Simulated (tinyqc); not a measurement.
## Trap density from the barrier height

Problem. In a partly depleted grain with all boundary traps filled, 2 N W = Qt and VB = q N W^2/(2 eps0 eps_r). Find Qt, W and the doping at which VB would equal Vt.

Parameters, values chosen for the exercise: temperature T = 300 K; relative permittivity eps_r = 11.7.

Constants: q = 1.602176634e-19 C, kB = 1.380649e-23 J/K, Vt = kB T/q, eps0 = 8.8541878128e-14 F/cm where lengths are in cm. Results are converted to the units shown.

doping = 7.4e17 cm^-3
barrier height = 0.15047924 V

Solution. Eliminating W gives VB = q Qt^2/(8 eps0 eps_r N), which falls as 1/N.

Qt = 2.40e12 cm^-2
W = 16.2 nm
doping for VB = Vt = 4.31e18 cm^-3

Program tinyqc, `OMP_NUM_THREADS=1 python tinyqc.py 2830102 2830103 out.jsonl`; Intel Xeon 2.30GHz, shared host, one thread, about 0.01 s.
